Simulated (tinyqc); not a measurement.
Global model of a low-pressure process discharge: electron temperature, density, ion flux and ion energy: one step, computed by the program tinyqc.

Maxwellian electrons with temperature T_e in eV, one positive ion, no negative ions, uniform bulk density n; rate constants have the Arrhenius form.

Problem. Biased electrode. All bias power goes to ions: V_b = P_b/(J pi r^2). Debye length at the sheath edge lambda_D = sqrt(eps_0 T_e/(e h_L n)); Child-law sheath s = (sqrt2/3) lambda_D (2 V/T_e)^(3/4), V = V_b + V_s; ion transit time tau_i = 3 s sqrt(M/(2 e V)); collisions in the sheath s/lambda_i.

Inputs (values chosen for the exercise, of the order of those of an inductive discharge in a simple atomic gas): ion mass M = 32 u; gas temperature T_g = 300 K; radius R = 11 cm; height L = 14 cm; bias power P_b = 21 W; radius of the biased electrode = 5 cm; bias frequency = 60 MHz.

ion current density J = 1.670648 mA/cm^2

T_e = 1.660274 eV

h_L = 0.1292533

plasma density n = 3.605683e+11 1/cm^3

wall potential V_s = 7.584164 V

ion mean free path = 0.1696129 cm

Constants: eps_0 = 8.8541878128e-12 F/m; e = 1.602176634e-19 C; u = 1.6605390666e-27 kg.

Give: bias voltage V_b; lambda_D; sheath width s; ion transit time; transit time over bias period; s/lambda_i.

Solution.

bias voltage V_b = 160.0 V

lambda_D = 44.37 micrometre

sheath width s = 1.120 mm

ion transit time = 105.7 ns

transit time over bias period = 6.343

s/lambda_i = 0.6606

Ions take many periods to cross and see the mean voltage: a narrow energy distribution.  Caution: at so short an ion path the formulas for h_L and h_R give way to the ambipolar-diffusion limit.
